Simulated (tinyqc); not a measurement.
Concentration-dependent dopant diffusion with charged defects and the built-in field. Changing the temperature T. Computed by tinyqc, a small Python program. Command: `OMP_NUM_THREADS=1 python tinyqc.py 3014920 3014921 out.jsonl extrinsic sweep`. One thread of a shared host (Intel(R) Xeon(R) Processor @ 2.30GHz), about 0.5 s of CPU time with the checks.

A constant source C_s feeds a half space. The dopant moves through neutral point defects and through charged ones, whose number grows with the majority carrier density n.

Inputs (values chosen for the exercise, modelled on boron in silicon):
```
quantity,value,unit
neutral prefactor D0x,0.057,cm^2/s
neutral activation energy E0,3.5,eV
singly charged prefactor D01,0.838,cm^2/s
activation energy E1,3.51,eV
surface concentration C_s,3.8e+18,1/cm^3
junction level C_B,2.8e+16,1/cm^3
time t,2300,s
```

Field enhancement: on.

Constants: k_B = 8.617333262e-05 eV/K.

Method:
- n_i = 3.87e16 T^1.5 exp(-7014/T) per cm^3 (T in kelvin, an empirical form); each D = prefactor x exp(-E/(k_B T)); the intrinsic diffusivity D_i is their sum.
- Temperatures in kelvin are T(C) + 273.15.
- n = C/2 + sqrt(C^2/4 + n_i^2); D(C) = h [Dx + D1 (n/n_i)], h = 1 + C/sqrt(C^2 + 4 n_i^2).
- With y = x/sqrt(D_s t), u = C/C_s and q = -(D/D_s) du/dy: du/dy = -q D_s/D, dq/dy = -(y/2) q D_s/D, u(0) = 1. The surface flux q(0) is shot so that u tends to 0 (LSODA, an adaptive multistep solver, relative tolerance 1e-10). Dose Q = 2 q(0) C_s sqrt(D_s t).
- The junction lies where C = C_B.

One run for each value:
```
temperature T (C),junction depth x_j (nm),enhancement D_s/D_i,n_i (1/cm^3),intrinsic diffusivity D_i (cm^2/s)
850,26.3,2.8286,2.8264e+18,1.6026e-16
900,54.9,2.2258,3.9372e+18,7.5154e-16
950,108.8,1.8513,5.3521e+18,3.1061e-15
1000,205.4,1.6113,7.1191e+18,1.1484e-14
1050,371.3,1.4521,9.2883e+18,3.8462e-14
1100,644.3,1.3431,1.1910e+19,1.1796e-13
1150,1077.6,1.2661,1.5037e+19,3.3440e-13
```

What does the table show, and why?

Over the rows, junction depth x_j (nm) rises from 26.3 to 1080; enhancement D_s/D_i falls from 2.83 to 1.27. The enhancement drops as T rises, because n_i grows relative to C_s.
